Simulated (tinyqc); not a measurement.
Cell-based percolation model of oxide breakdown: two steps of the calculation.

The oxide, of thickness n a, is cut into cubic cells. A cell is defective with the chance l = 1 - exp(-a^3 N), N = N1 (t/1 s)^al. A column of n defective cells breaks the oxide down, and the area holds M = A/a^2 independent columns: 1 - F = (1 - l^n)^M.

Inputs (values chosen for the exercise):
```
symbol   value   unit                    meaning
a          0.9     nm             edge of a cell
n            2            cells across the oxide
A         7000   um^2                       area
al        0.67         exponent of defect growth
N1      3.8e18  cm^-3   defect density after 1 s
```

Task 1. Critical defect density. At F = 1 - 1/e: l_c = (1 - exp(-1/M))^(1/n), N_bd = -ln(1 - l_c)/a^3, t63 = (N_bd/N1)^(1/al). W = ln(-ln(1 - F)); for small l, W = ln M + n ln(a^3 N), so the Weibull slope is n al.

Give: thickness; M; l_c; N_bd; N_bd times thickness; t63; n al.

Result 1.

thickness = 1.800 nm
M = 8.642e9
l_c = 1.076e-5
N_bd = 1.476e16 cm^-3
N_bd times thickness = 2.656e9 cm^-2
t63 = 2.522e-4 s
n al = 1.340

Task 2. The distribution. N, l, F and W = ln(-ln(1 - F)) at each time; the slope is taken between the end points.

```
point,t (s)
0,2.6e-7
1,1.5e-6
2,8.1e-6
3,4.5e-5
4,0.00015
5,0.00025
6,0.0005
```

Wanted: N; l; F; W; slope.

Result 2.

```
point,N (cm^-3),l,F,W
0,1.472e14,1.073e-7,9.947e-5,-9.216
1,4.762e14,3.471e-7,0.001041,-6.867
2,1.474e15,1.074e-6,0.009928,-4.607
3,4.650e15,3.390e-6,0.09453,-2.310
4,1.042e16,7.594e-6,0.3925,-0.696
5,1.467e16,1.069e-5,0.6278,-0.012
6,2.334e16,1.701e-5,0.9181,0.917
```

slope = 1.340

The slope is within 0.01 % of n al, since l grows a little more slowly than N.

tinyqc, about 0.01 s, one thread, Intel Xeon 2.30GHz (shared host): `OMP_NUM_THREADS=1 python tinyqc.py 2070068 2070069 out.jsonl`
